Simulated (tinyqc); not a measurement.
# Worked calculation: MOSFET in the linear regime without short-channel effects, parameter extraction from computed curves

Computed by the program tinyqc: `OMP_NUM_THREADS=1 python tinyqc.py 2210158 2210159 out.jsonl`, one thread of a shared Intel Xeon 2.30GHz, about 0.01 s for the whole run. Printed values are rounded.

Inversion charge Q = Cox n Vt W0(exp((Vg - VT)/(n Vt))), W0 the Lambert function and n = nf; u = Q/Cox; mobility mu = mu0/(1 + th1 u + th2 u^2); channel resistance Rch = (L - dL)/(W mu Q); Id = Vd/(Rch + Rsd/W). Cox = eps0 eox/tox. Small Vd, no channel-length or drain effects.

Parameters, values chosen for the exercise; channel values of the order met in silicon transistors: temperature T = 300 K; relative permittivity of the gate insulator (close to silicon dioxide) eox = 3.9; insulator thickness tox = 1.1 nm; low-field mobility mu0 = 190 cm^2/(V s); first mobility attenuation factor th1 = 0.71 1/V; second mobility attenuation factor th2 = 0 1/V^2; threshold voltage VT = 0.62 V; body factor nf = 1.2; gate width W = 1 um; drawn gate length L = 0.17 um; drawn less effective length dL = 0.02 um; source plus drain resistance Rsd = 390 ohm um; drain voltage Vd = 0.02 V.

Constants: q = 1.602176634e-19 C, kB = 1.380649e-23 J/K, Vt = kB T/q, eps0 = 8.8541878128e-14 F/cm where lengths are in cm. Results are converted to the units shown.

## Transfer curve

Vg, point 0 to 8 (V): 0.38  0.5  0.62  0.74  0.86  0.98  1.1  1.22  1.34

u, mu, Rch and Id as defined.

```
point       u (V)  mu (cm^2/(V s))  Rch (ohm)     Id (uA)
0      1.35405e-5          189.998  1.85732e7  0.00107680
1      6.35123e-4          189.914  3.96146e5   0.0504368
2       0.0175941          187.656    14472.4     1.34568
3       0.0877452          178.857    3044.67     5.82297
4        0.184662          167.977    1540.44     10.3603
5        0.290596          157.503    1043.98     13.9472
6        0.400634          147.923    806.281     16.7185
7        0.512967          139.275    668.818     18.8890
8        0.626752          131.488    579.812     20.6225
```

## Threshold and mobility at the peak transconductance

gm_i = (Id_(i+1) - Id_(i-1))/(Vg_(i+1) - Vg_(i-1)); at the point j of largest gm the tangent meets the axis at V_ext = Vg_j - Id_j/gm_j; field-effect mobility gm_j L/(W Cox Vd) with the drawn L.

gm, point 1 to 7 (uS): 5.60251  24.0522  37.5611  33.8510  26.4923  20.5907  16.2669
j = 3
V_ext = 0.584973 V
field-effect mobility = 101.704 cm^2/(V s)

V_ext is 35 mV below the model VT, and the mobility so found is 53 % below mu0 L/(L - dL) = 215 cm^2/(V s), the value for the drawn L; attenuation, series resistance and the slow approach of Q to a straight line all lower the peak gm.

## The Y function

Y_i = Id_i/sqrt(gm_i). For Id = beta Vd x/(1 + th x), x = Vg - VT, Y = sqrt(beta Vd) x whatever th. Slope s from points 4 and 7; VT_Y = Vg - Y/s at point 7; beta = s^2/Vd; mobility beta L/(W Cox) with the drawn L; th* = (beta Vd x/Id - 1)/x at point 7.

Y, point 1 to 7 (uA^0.5 V^0.5): 0.0213087  0.274387  0.950114  1.78069  2.70974  3.68435  4.68334
s = 8.06293 uA^0.5 V^-0.5
VT_Y = 0.639151 V
beta = 3250.54 uA/V^2
mobility from Y = 176.029 cm^2/(V s)
th* = 1.72011 1/V

The mobility from Y is 18 % below mu0 L/(L - dL) = 215 cm^2/(V s), which it should reach in deep inversion when th2 = 0. th* compares with th1 + mu0 Cox Rsd/(L - dL) = 2.26 1/V, since series resistance enters like th1. The match is poor here: at these overdrives Q is not yet a straight line in Vg.
